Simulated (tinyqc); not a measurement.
Two-mode optical phonons of a ternary alloy from two coupled oscillators: one step, computed by the program tinyqc.

An alloy A(x)B(1-x)C has an A-C and a B-C bond oscillator. Each TO frequency moves linearly from the impurity mode (dilute end) to the TO of the pure crystal; each strength is proportional to the number of bonds.

Question. LO modes, coupled by the field. eps(omega) = eps_inf + W_1/(omega_1^2 - omega^2) + W_2/(omega_2^2 - omega^2) = 0 is the eigenproblem of the matrix [[omega_1^2 + W_1/eps_inf, sqrt(W_1 W_2)/eps_inf], [sqrt(W_1 W_2)/eps_inf, omega_2^2 + W_2/eps_inf]] for omega_LO^2. Uncoupled values keep the diagonal alone. eps_s = eps_inf + W_1/omega_1^2 + W_2/omega_2^2.

omega_1 (A-C, TO) = 241.28 1/cm

omega_2 (B-C, TO) = 188.32 1/cm

eps_inf = 10.0347

W_1 = 83091.69 1/cm^2

W_2 = 116499.6 1/cm^2

Give: matrix; lower LO mode; upper LO mode; uncoupled values; eps_s.

Answer.

matrix (1/cm^2):
```
       1      2
1  66496   9805
2   9805  47074
```

lower LO mode = 207.3 1/cm

upper LO mode = 265.7 1/cm

uncoupled values (1/cm): 217.0  257.9

eps_s = 14.75

The field pushes the upper mode up by 7.81 and the lower one down by 9.64 per cm; the lower LO stays between the two TO modes.
